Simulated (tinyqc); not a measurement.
Planar ballistic transistor, top-of-the-barrier model: two steps of the calculation.

At the top of the source barrier, states moving towards the drain are filled by the source (Fermi level 0) and states moving back by the drain (Fermi level -q Vd); nothing scatters. U is the shift of the band edge there, set by the capacitances CG, CD and CS (the total) and by the charge. Parabolic two-dimensional band; the source is grounded.

Values chosen for this exercise; mass and valleys close to those of silicon (two valleys):
- T = 400 K (temperature)
- m = 0.196 m0 (effective mass)
- gv = 2 (valley degeneracy)
- eox = 3.9 (relative permittivity of the gate insulator)
- tox = 3.2 nm (insulator thickness)
- aG = 0.93 (gate control CG/CS)
- E0 = 0.19 eV (band edge at the barrier top above the source Fermi level at zero bias)
- Vd = 0.4 V (drain voltage)

Constants: q = 1.602176634e-19 C, kB = 1.380649e-23 J/K, hbar = 1.054571817e-34 J s, m0 = 9.1093837015e-31 kg, Vt = kB T/q, eps0 = 8.8541878128e-14 F/cm where lengths are in cm. Results are converted to the units shown.

Task 1. Self-consistent potential at the barrier top. eta1 = -(E0 + U)/Vt, eta2 = eta1 - Vd/Vt, n = (N0/2)[F_0(eta1) + F_0(eta2)], F_0(x) = ln(1 + exp x). U(out) = UL + q (n - n0)/CS. U(new) = U + 0.2 (U(out) - U).

U at the start (U = UL) = -0.376 eV
N0 = 5.6443787e12 cm^-2
CS = 1.1603270 uF/cm^2
n0 = 2.2742922e10 cm^-2
UL = -0.376 eV

Find: eta1; eta2; n; U(out); U after iteration 1.

Result 1.

eta1 = 5.396
eta2 = -6.208
n = 1.525e13 cm^-2
U(out) = 1.726 eV
U after iteration 1 = 0.04444 eV

Task 2. Current, mean velocity and share of the gate voltage. N0 = gv m kB T/(pi hbar^2), CG = eps0 eox/tox, vT = sqrt(2 kB T/(pi m)), CS = CG/aG, n0 = n at U = 0 and Vd = 0. I = q (N0/2) vT [F_(1/2)(eta1) - F_(1/2)(eta2)] per width, F_(1/2)(x) = (2/sqrt(pi)) int_0^infinity u^(1/2)/(1 + exp(u - x)) du. Mean velocity I/(q n). CQ = (q/Vt) dn/d(eta1); the band edge follows the gate as -dU/dVg = aG/(1 + CQ/CS).

converged U = -0.17675383 eV

Give: eta1; n; I; mean velocity; CQ; -dU/dVg.

Result 2.

eta1 = -0.3843
n = 1.466e12 cm^-2
I = 355.0 uA/um
mean velocity = 1.512e7 cm/s
CQ = 5.314 uF/cm^2
-dU/dVg = 0.1667 eV/V

The carriers from the source are near degeneracy (eta1 = -0.384), and the mean velocity is 1.08 times vT = sqrt(2 kB T/(pi m)) = 1.40e7 cm/s.

Computed by the program tinyqc: `OMP_NUM_THREADS=1 python tinyqc.py 2400046 2400047 out.jsonl`, one thread of a shared Intel Xeon 2.30GHz, about 0.01 s for the whole run.
